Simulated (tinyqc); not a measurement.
Plasmons of a degenerate electron gas in the random-phase approximation: sweeps and comparisons. A value that a table varies takes the place of the one given here.

Zero temperature, parabolic band: kF = (3 pi^2 n)^(1/3), EF = c kF^2/m, Ep^2 = 8 pi c e2 n/(m eb), qTF^2 = 6 pi e2 n/(eb EF), c = hbar^2/2m0, e2 = e^2/(4 pi eps0), n in 1/angstrom^3 (1e-24 per 1/cm^3).

Lindhard function: eps(q, E)/eb = 1 + (qTF/q)^2 (f1 + i f2) with z = q/(2 kF), u = E/(hbar vF q), hbar vF = 2 c kF/m; f1 = 1/2 + [h(z - u) + h(z + u)]/(8 z), h(x) = (1 - x^2) ln|(x + 1)/(x - 1)|; f2 = pi u/2 for z + u < 1, (pi/(8 z))(1 - (z - u)^2) for |z - u| < 1 < z + u, else 0. Pairs exist for c (q^2 - 2 q kF)/m < E < c (q^2 + 2 q kF)/m.

Constants: hbar^2/2m0 = 3.80998211 eV angstrom^2; e^2/(4 pi eps0) = 14.39964547 eV angstrom; a0 (Bohr radius) = 0.5291772105 angstrom.

Inputs chosen for the exercise (a free-electron density near that of Al; not measured data): n = 1.78e+23 1/cm^3 (electron density); m = 1 m0 (mass); eb = 1 (background dielectric constant); ed = 1 (dielectric constant of the surroundings); d = 100 angstrom (film thickness); qp = 0.364 1/angstrom (wave vector of the plasmon).

## Dispersion and weight of the plasmon

Short formula: E^2 = Ep^2 + (3/5)(hbar vF q)^2 + (c q^2/m)^2; qc is where the plasmon meets the top of the continuum. The weight is the share of the f-sum that the plasmon carries, 2E/(Ep^2 d(eps/eb)/dE); a dash marks no undamped root.

Energies (eV):
```
q (1/angstrom)   q/kF  top of continuum  plasmon  short formula  weight
0.129           0.074             1.774    15.72          15.72   1.000
0.322           0.185             4.665    16.02          16.02   1.000
0.515           0.296             7.840    16.59          16.57   0.997
0.709           0.407             11.32    17.48          17.38   0.986
0.902           0.518             15.06    18.76          18.46   0.951
1.03            0.592             17.70    19.90          19.33   0.895
1.16            0.667             20.51    21.39          20.34   0.767
1.25            0.718             22.53    22.72          21.11   0.559
1.42            0.816             26.51        -          22.74       -
1.68            0.965             33.03        -          25.67       -
```

qc = 1.289 1/angstrom

What can be read from the table?

Ep = 15.67 eV. The plasmon rises from 15.72 to 22.72 eV just before qc, 45 % above Ep. The short formula errs by -0.54 % at q/kF = 0.41 and -7.07 % next to qc. The weight falls from 1.000 to 0.559 as pairs take over the sum.

## Density dependence

n is multiplied by the factor listed.

Results:
```
factor     rs  EF (eV)  Ep (eV)  Ep/EF  qc/kF  alpha = 3 EF/(5 Ep)
0.10    4.490    2.486    4.954  1.993  0.987                0.301
0.20    3.564    3.946    7.006  1.775  0.906                0.338
0.50    2.626    7.269    11.08  1.524  0.808                0.394
1.0     2.084    11.54    15.67  1.358  0.740                0.442
2.0     1.654    18.32    22.16  1.210  0.678                0.496
5.0     1.219    33.74    35.03  1.038  0.604                0.578
10      0.967    53.56    49.54  0.925  0.553                0.649
```

What can be read from the table?

Over two decades Ep grows by 10.0 (n^(1/2)) and EF by 21.5 (n^(2/3)), so Ep/EF falls from 1.993 to 0.925 as sqrt(rs), and qc/kF from 0.987 to 0.553: in a dense gas the plasmon enters the continuum earlier on the scale of kF. alpha is the coefficient in E = Ep + alpha hbar^2 q^2/(m m0). The random-phase values are only rough in the rows with rs above about 2 (up to 4.5 here).

## Thin film modes against wave vector (bulk, surface, particle and sheet plasmons)

Drude medium eps = eb (1 - Ep^2/E^2), no retardation. A film of thickness d has modes eps = -ed coth(q d/2) (lower) and eps = -ed tanh(q d/2) (upper); a sheet with ns = n d has E^2 = 4 pi c e2 ns q/(m ed). One surface: eps = -ed; small sphere: eps = -2 ed.

Modes (eV):
```
q d    q (1/angstrom)  lower  upper  sheet
0.020        0.000200  1.559  15.59  1.567
0.050        0.000500  2.446  15.47  2.477
0.10          0.00100  3.417  15.29  3.503
0.20          0.00200  4.716  14.94  4.954
0.50          0.00500  6.949  14.04  7.833
1.0            0.0100  8.807  12.96  11.08
2.0            0.0200  10.30  11.80  15.67
4.0            0.0400  10.98  11.18  22.16
8.0            0.0800  11.08  11.08  31.33
```

bulk, surface, sphere (eV): 15.67  11.08  9.045

How do the results move?

At small q d the lower mode tends to the sheet law sqrt(q) (within 5 % up to q d = 0.1 of the values listed) and the upper one starts near the bulk value. At q d = 8 the two are 0.0037 eV apart around the surface value 11.08 eV. Retardation, left out here, matters where q is below about three times sqrt(ed) E/(hbar c), hbar c = 1973.27 eV angstrom: that holds for 6 of the rows (from the top) for the lower mode and 6 for the upper one.

## What moves the plasmon

The plasmon is taken at qp. Each row changes one parameter from the base and keeps the others.

Results:
```
case                   Ep (eV)  plasmon at qp (eV)  qc (1/angstrom)
base                     15.67               16.12            1.289
n = 2.14e+23 1/cm^3      17.18               17.64            1.339
m = 1.15 m0              14.61               14.98            1.358
eb = 1.1                 14.94               15.41            1.243
qp = 0.255 1/angstrom    15.67               15.89            1.289
```

What can be read from the table?

The largest shifts from the base row, up to three for each result and ties (the steps differ in size, so this ranks the rows, not the parameters). Ep (eV): n +1.51, m -1.06, eb -0.729; unchanged at the printed digits by qp. plasmon at qp (eV): n +1.52, m -1.14, eb -0.707. qc (1/angstrom): m +0.0697, n +0.0502, eb -0.0456; unchanged at the printed digits by qp.

tinyqc: `OMP_NUM_THREADS=1 python tinyqc.py 1651311 1651312 out.jsonl`; about 0.01 s, one thread, shared Intel(R) Xeon(R) Processor @ 2.30GHz.
